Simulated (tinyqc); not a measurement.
Approach to the steady line: permeation of metal atoms or ions through a thin barrier or dielectric: time lag, field-aided drift and lifetime. Computed by tinyqc, a small Python program. Command: `OMP_NUM_THREADS=1 python tinyqc.py 3028320 3028321 out.jsonl barrier walk`. One thread of a shared host (Intel(R) Xeon(R) Processor @ 2.30GHz), about 0.01 s of CPU time with the checks.

The film 0 < x < d is empty at first; C = C0 at x = 0 and C = 0 at x = d. dC/dt = D d2C/dx2 - v dC/dx with drift v = D z e V/(k_B T d) (uniform field, no space charge).

Inputs (values chosen for the exercise, for a model case: singly charged ions through a dielectric):
```
quantity                                   value    unit
thickness d                                   78      nm
prefactor D0                             3.9e-06  cm^2/s
activation energy E                        0.894      eV
concentration at the source side C0      2.3e+14  1/cm^3
charge number z                                1       -
voltage V (positive drives ions across)    0.096       V
test temperature T                           300       C
```

Constants: k_B = 8.617333262e-05 eV/K.

Method:
- D = D0 exp(-E/(k_B T)); time scale d^2/D; Peclet number P = z V/(k_B T), k_B T in eV; 1 nm = 1e-7 cm.
- Temperatures in kelvin are T(C) + 273.15.
- Steady flux J = (D C0/d) P/(1 - exp(-P)); time lag in units of d^2/D: s_L = [P (1 + exp(-P))/(1 - exp(-P)) - 2]/P^2 (P = 0: J = D C0/d, s_L = 1/6).
- Dose through the film Q(s) = C0 d {f (s - s_L) - 2 exp(P/2) sum_(n=1..200) (-1)^n n^2 pi^2 exp(-l_n s)/l_n^2}, l_n = n^2 pi^2 + P^2/4, f = P/(1 - exp(-P)) the relative flux.
- Short-time form for P = 0: Q/(C0 d) = 4 sqrt(s) ierfc(1/(2 sqrt(s))), ierfc(y) = exp(-y^2)/sqrt(pi) - y erfc(y).

Peclet number P = 1.94370

flux relative to D C0/d = 2.26849

time lag s_L = 0.157035

Q/(C0 d):
```
s         series  steady line f (s - s_L)  series without field  short-time form, no field
0.03  1.2501e-05                  -0.2882            4.8419e-06                 4.8419e-06
0.05  6.8709e-04                  -0.2428            2.6934e-04                 2.6934e-04
0.08  8.0604e-03                  -0.1748            3.2066e-03                 3.2066e-03
0.12  3.6843e-02                  -0.0840            1.4887e-02                 1.4887e-02
0.20  1.4873e-01                   0.0975            6.1464e-02                 6.1463e-02
0.30  3.4171e-01                   0.3243            1.4382e-01                 1.4379e-01
0.50  7.8001e-01                   0.7780            3.3479e-01                 3.3326e-01
0.80  1.4586e+00                   1.4586            6.3341e-01                 6.1838e-01
1.20  2.3660e+00                   2.3660            1.0333e+00                 9.7002e-01
```

What follows from these numbers?

The dose lies above the steady line at all times and, among these rows, is within 1 % of it from s = 0.5 on (the lag is s_L = 0.157); for a known P the intercept of that line gives D and its slope D C0. The field changes the dose by a factor 2.58 in the first row and 2.29 in the last; at short times the factor tends to exp(P/2) = 2.64.
